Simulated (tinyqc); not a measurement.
Raising U: Hubbard chain of 2 sites, mean field against exact. Computed by the program tinyqc. 

one-body matrix (hopping and site energies) (eV):
```
         1        2
1   0.0000  -1.2300
2  -1.2300   0.0000
```

electrons, up and down: 1  1

Collinear unrestricted mean field (the lowest of 40 random starts) against exact diagonalisation.

Exact and mean-field results (eV):

| U | U/t | E exact | E mean field | mean \|n_up - n_down\| | double occupancy, exact | first gap in the sector |
|---|---|---|---|---|---|---|
| 0.610 | 0.496 | -2.17384 | -2.15500 | 0.000 | 0.219 | 2.174 |
| 1.230 | 1.000 | -1.92071 | -1.84500 | 0.000 | 0.189 | 1.921 |
| 2.460 | 2.000 | -1.52036 | -1.23000 | 5.18e-04 | 0.138 | 1.520 |
| 3.690 | 3.000 | -1.23000 | -0.82000 | 0.745 | 0.100 | 1.230 |
| 4.920 | 4.000 | -1.01897 | -0.61500 | 0.866 | 0.073 | 1.019 |
| 7.380 | 6.000 | -0.74483 | -0.41000 | 0.943 | 0.042 | 0.745 |
| 9.840 | 8.000 | -0.58073 | -0.30750 | 0.968 | 0.026 | 0.581 |
| 14.760 | 12.000 | -0.39920 | -0.20500 | 0.986 | 0.013 | 0.399 |
| 24.600 | 20.000 | -0.24359 | -0.12300 | 0.995 | 4.85e-03 | 0.244 |

In absolute terms mean field is worst at U/t = 3.0, 0.410 eV too high: at small U it is nearly exact, and at large U it misses only exchange-scale energies. For the symmetric dimer the instability lies at U = 2t. Its local moments set in at U/t = 3.0 of those listed, a broken symmetry that the exact state of a finite cluster with equal spins does not have. Relative to the exact energy its error is 0.9 % at the smallest U, 50 % at most and 50 % at the largest. The double occupancy falls from 0.219 to 0.005; at the largest U the first gap is 0.99 times the exchange scale 4t^2/U.
